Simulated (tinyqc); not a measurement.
Inside a calculation: six-band Luttinger-Kohn model with strain. Values are carried at full precision from step to step, so a last printed digit may differ when a step is redone from the rounded ones.

Constants: hbar^2/2m0 = 3.80998211 eV angstrom^2.

Parameters, chosen for this exercise (near those of Si; the results hold for these values, not for the real material):
```
symbol  value              unit        meaning
C11     160.4              GPa
C12     65.9               GPa
C44     77                 GPa
load    uniaxial [111]                 kind of stress
X       -1.23              GPa         stress
Dso     0.046              eV          spin-orbit splitting
g1      4.31                           Luttinger gamma1
g2      0.34                           gamma2
g3      1.45                           gamma3
av      2.6                eV          valence hydrostatic potential
b       -2.04              eV          tetragonal shear potential
d       -4.69              eV          trigonal shear potential
k       (0.009, 0.059, 0)  1/angstrom  wave vector
kmax    0.1                1/angstrom  end of the path
```

## Strain from a uniaxial [111] stress

s11 = (C11 + C12)/((C11 - C12)(C11 + 2 C12)), s12 = -C12/((C11 - C12)(C11 + 2 C12)), s44 = 1/C44; exx = s11 sxx + s12 (syy + szz) and cyclic, exy = s44 sxy/2; tension is positive. A uniaxial stress X along the unit vector n is s_ij = X n_i n_j.

s11, s12, s44 (1/TPa): 8.1954  -2.3866  12.9870

strain tensor:
```
           x          y          z
x  -0.001403  -0.002662  -0.002662
y  -0.002662  -0.001403  -0.002662
z  -0.002662  -0.002662  -0.001403
```

The volume changes by -0.421 %; there is shear in the cubic axes, so d enters.

## The terms P, Q, R, S at one k

P = c g1 k^2 - av tr(e); Q = c g2 (kx^2 + ky^2 - 2 kz^2) - (b/2)(exx + eyy - 2 ezz); R = c sqrt3 [-g2 (kx^2 - ky^2) + 2i g3 kx ky] + (sqrt3/2) b (exx - eyy) - i d exy; S = 2 c sqrt3 g3 (kx - i ky) kz - d (exz - i eyz); c = hbar^2/2m0, e the strain tensor (not engineering shear).

Form the four terms.

Terms (eV):
```
term            from k        from strain
P              0.05849            0.01094
Q              0.00461            0.00000
R     0.00763+0.01016i          -0.01249i
S              0.00000  -0.01249+0.01249i
```

## The Hamiltonian

Six-band Luttinger-Kohn model in the basis |3/2,3/2>, |3/2,1/2>, |3/2,-1/2>, |3/2,-3/2>, |1/2,1/2>, |1/2,-1/2>, electron energies, zero at the top of the unstrained valence band. H = -[rows: (P+Q, -S, R, 0, -S/r2, r2 R); (-S*, P-Q, 0, R, -r2 Q, r32 S); (R*, 0, P-Q, S, r32 S*, r2 Q); (0, R*, S*, P+Q, -r2 R*, -S*/r2); (-S*/r2, -r2 Q, r32 S, -r2 R, P+Dso, 0); (r2 R*, r32 S*, r2 Q, -S/r2, 0, P+Dso)], r2 = sqrt(2), r32 = sqrt(3/2). Levels are twofold.

Each term is the sum of its two parts.

H(k) (eV), lower triangle (Hermitian):
```
                  3/2,3/2          3/2,1/2        3/2,-1/2         3/2,-3/2  1/2,1/2  1/2,-1/2
3/2,3/2           -0.0741
3/2,1/2   -0.0125-0.0125i          -0.0648
3/2,-1/2  -0.0076-0.0023i                0         -0.0648
3/2,-3/2                0  -0.0076-0.0023i  0.0125+0.0125i          -0.0741
1/2,1/2   -0.0088-0.0088i           0.0065  0.0153-0.0153i   0.0108-0.0033i  -0.1154
1/2,-1/2  -0.0108-0.0033i   0.0153+0.0153i         -0.0065  -0.0088+0.0088i        0   -0.1154
```

## Levels and their make-up

Diagonalise H. The weights add +m and -m and are averaged over each pair; m is taken along z.

levels from the top, each twofold (eV): -0.0414  -0.0844  -0.1285

weights:
```
               top  second  third
|3/2,+-3/2>  0.327   0.590  0.084
|3/2,+-1/2>  0.570   0.319  0.111
|1/2,+-1/2>  0.104   0.091  0.805
```

The top pair is 57 % |3/2,+-1/2>, the second pair is 59 % |3/2,+-3/2> and the third pair is 81 % |1/2,+-1/2>.

## Band edges at k = 0
Diagonalise H at k = 0. The weights add +m and -m (m along z) and are averaged over each pair.

edges from the top (eV): 0.0225  -0.0326  -0.0687

weights at k = 0:
```
               top  second  third
|3/2,+-3/2>  0.435   0.500  0.065
|3/2,+-1/2>  0.435   0.500  0.065
|1/2,+-1/2>  0.129   0.000  0.871
```

The stress splits the top two pairs by 55.0 meV, 2.13 times kT at 300 K (25.85 meV); the third lies 91.2 meV below the top, against Dso = 46 meV without stress.

## Hole masses at the edges

Curvature at k = 0: m/m0 = -2 c h^2/(E(h u) + E(-h u) - 2 E(0)) with h = 0.0002 1/angstrom along the unit vector u.

Hole masses (m0):
```
direction    top  second  third
[110]      0.144   0.350  0.320
[1-10]     0.598   0.174  0.182
[100]      0.232   0.232  0.232
[001]      0.232   0.232  0.232
```

Of the directions listed, the top pair is lightest along [110] (0.144) and heaviest along [1-10] (0.598). These masses hold only for hole energies well below the splitting of 55 meV.

## Bands along [110] and [001]

Six points from 0 to kmax in each direction.

Levels (eV):
```
direction  |k| (1/angstrom)      top   second    third  top, no stress  second, no stress
[110]                 0.000   0.0225  -0.0326  -0.0687          0.0000             0.0000
[110]                 0.020   0.0121  -0.0367  -0.0740         -0.0025            -0.0100
[110]                 0.040  -0.0150  -0.0465  -0.0962         -0.0082            -0.0342
[110]                 0.060  -0.0407  -0.0670  -0.1484         -0.0139            -0.0650
[110]                 0.080  -0.0504  -0.1082  -0.2356         -0.0191            -0.1042
[110]                 0.100  -0.0565  -0.1603  -0.3547         -0.0244            -0.1541
[001]                 0.000   0.0225  -0.0326  -0.0687          0.0000             0.0000
[001]                 0.020   0.0159  -0.0391  -0.0753         -0.0055            -0.0076
[001]                 0.040  -0.0033  -0.0586  -0.0957         -0.0221            -0.0296
[001]                 0.060  -0.0345  -0.0903  -0.1315         -0.0498            -0.0642
[001]                 0.080  -0.0766  -0.1327  -0.1849         -0.0885            -0.1087
[001]                 0.100  -0.1291  -0.1852  -0.2572         -0.1383            -0.1622
```

## Checks

- Levels against the same model in the basis X, Y, Z times spin: they agree to 1e-10 or better.

(tinyqc, `OMP_NUM_THREADS=1 python tinyqc.py 1050040 1050041 out.jsonl`, Intel(R) Xeon(R) Processor @ 2.30GHz, 1 thread, shared host, about 0.2 s.)
